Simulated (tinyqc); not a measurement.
Three descriptions against temperature: one anharmonic mode: perturbation theory, self-consistent phonons and exact levels. Computed by tinyqc, a small Python program. Command: `OMP_NUM_THREADS=1 python tinyqc.py 3004224 3004225 out.jsonl scp walk`. One thread of a shared host (Intel(R) Xeon(R) Processor @ 2.30GHz), about 0.03 s of CPU time with the checks.

V(x) = k x^2/2 + b x^4 for one coordinate x of mass M. A constant K > 0 gives hbar Omega = sqrt((hbar^2/u) K/M) with K in eV/angstrom^2 and M in u.

Inputs (values chosen for the exercise, for a model mode): mode mass M = 94.4 u; harmonic constant k = -26.5 eV/angstrom^2; quartic constant b = 3610 eV/angstrom^4.

Shape: double well.

Constants: hbar^2/u = 4.18015928e-03 eV angstrom^2; k_B = 8.617333262e-05 eV/K.

Method:
- Self-consistent phonon, centred at x = 0: K = k + 12 b <x^2>, <x^2> = (hbar Omega/(2K)) coth(hbar Omega/(2 k_B T)).
- Its free energy is F = k_B T ln[2 sinh(hbar Omega/(2 k_B T))] + (k - K)<x^2>/2 + 3 b <x^2>^2, an upper bound to the exact one.
- Basis: oscillator states n of the constant |k|, with x = s (a + a+), s^2 = hbar Omega/(2|k|); H = hbar Omega (n + 1/2) + (k - |k|) x^2/2 + b x^4, with exact matrix elements of x^2 and x^4.
- Exact values use 120 basis states: F = -k_B T ln sum exp(-E_n/(k_B T)), and <x^2> is the Boltzmann mean.
- The classical <x^2> is int x^2 exp(-V/(k_B T)) dx / int exp(-V/(k_B T)) dx (2001 points over six exact widths each way).

Results; columns: (1) T (K); (2) hbar Omega, self-consistent (meV); (3) <x^2>, self-consistent; (4) <x^2>, exact; (5) F, self-consistent (meV); (6) F, exact (meV); (7) <x^2>, classical:
```
(1)      (2)         (3)        (4)        (5)      (6)        (7)
20    24.166  9.1618e-04  0.0011075     2.9927   1.6289  0.0017593
48    24.249  9.1826e-04  0.0011187     2.9808   1.5874  0.0016282
99    25.627  9.5410e-04  0.0012183     2.5212  0.74599  0.0015298
180   28.905   0.0010473  0.0013898  -0.040449  -2.7018  0.0015497
320   33.720   0.0012045  0.0016063    -8.4672  -12.436  0.0016767
560   39.683   0.0014326  0.0018799    -30.316  -36.052  0.0019079
950   46.355   0.0017319  0.0022248    -77.953  -86.113  0.0022354
1600  53.915   0.0021271  0.0026785    -177.58  -189.37  0.0026820
```

What follows from these numbers?

The self-consistent quantum hardens from 24.17 to 53.91 meV, since a wider spread samples the steep quartic walls, and it is real at all T although k is negative. Its <x^2> misses by -17.3 % at the lowest T and -20.6 % at the highest; the excess in F runs from 1.364 to 11.788 meV. The classical value is 1.59 of the exact one at the lowest T and 1.001 at the highest.

Extremes, crossings and ranges named in words are read from the listed rows.
